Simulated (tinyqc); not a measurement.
Grain-boundary trapping model (Seto) of a polycrystalline semiconductor film: one step, computed by the program tinyqc. Command: `OMP_NUM_THREADS=1 python tinyqc.py 3029645 3029646 out.jsonl poly walk`. One thread of a shared host (Intel(R) Xeon(R) Processor @ 2.30GHz), about 0.01 s of CPU time with the checks.

Grains of equal size L are joined by thin boundaries with one trap level. Trapped carriers deplete a width W on each side and raise a barrier, crossed by thermionic emission. Dopants are fully ionised, statistics are non-degenerate and mu_g does not depend on T.

Question. Barrier. N_c(T) = N_c (T/300 K)^(3/2). Filled traps Q = Q_t/(1 + (1/2) exp((E_t* - E_F)/k_B T)), where E_t* = e V_B - E_t and E_F are counted from the band edge at the grain centre. Partial depletion: Q = 2 N W, V_B = e N W^2/(2 eps eps_0), E_F = k_B T ln(N/N_c); solve for W. If that W would exceed L/2 the grain is fully depleted: W = L/2, Q = N L, and E_F follows from the trap equation. Centre density n_0 = N_c exp(E_F/k_B T).

Inputs (values chosen for the exercise, modelled on polycrystalline silicon):
```
quantity                                     value    unit
permittivity eps                              11.7       -
effective density of states at 300 K, N_c  2.7e+19  1/cm^3
grain size L                                   490      nm
trap density Q_t                           6.9e+11  1/cm^2
trap level E_t below the band edge            0.38      eV
doping N                                   1.4e+16  1/cm^3
temperature T                                  400       K
```

Grain interior: resistance included.

Constants: k_B = 8.617333262e-05 eV/K; e = 1.602176634e-19 C; eps_0 = 8.8541878128e-12 F/m.

Give: depletion width W; barrier V_B; E_F; centre density n_0.

Answer.

depletion width W = 111.6 nm

barrier V_B = 0.1348 V

E_F = -0.2756 eV

centre density n_0 = 1.40e+16 1/cm^3

The grain is partly depleted; 45.3 % of the traps are filled, and they hold 45.5 % of the carriers.
